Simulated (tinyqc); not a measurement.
Koster-Slater impurity in a tight-binding band, by Green functions and by supercells: one step, computed by the program tinyqc. Command: `OMP_NUM_THREADS=1 python tinyqc.py 3020460 3020461 out.jsonl kosterslater walk`. One thread of a shared host (Intel(R) Xeon(R) Processor @ 2.30GHz), about 0.04 s of CPU time with the checks.

One orbital per site, e(k) = -2 t sum cos(k_i) over 2 direction(s), band from -4 t to 4 t, lattice constant 1. One site has the extra energy U. Spin is left out.

Question. The host Green function outside the band. Outside the band G0(E) = (2/(pi E)) K(m), m = 16 t^2/E^2, K the complete elliptic integral with parameter m. A bound state solves 1/U = G0(E). Energies: 0.05, 0.2, 0.5, 1, 2, 4 and 8 t beyond the band edge on the side of U, rounded to four digits.

Inputs (values chosen for the exercise, for a model band): hopping t = 0.88 eV; impurity potential U = -2.02 eV.

Lattice: square.

Give: Scan on the side of U.

Answer.

Scan on the side of U:
```
E (eV)   G0 (1/eV)  1/U - G0 (1/eV)
-3.564     -0.5812           0.0862
-3.696     -0.4500          -0.0451
-3.960     -0.3594          -0.1357
-4.400     -0.2887          -0.2064
-5.280     -0.2182          -0.2769
-7.040     -0.1524          -0.3426
-10.560    -0.0975          -0.3975
```

G0 diverges at the band edge, so any U binds a state, exponentially weakly when U is small.
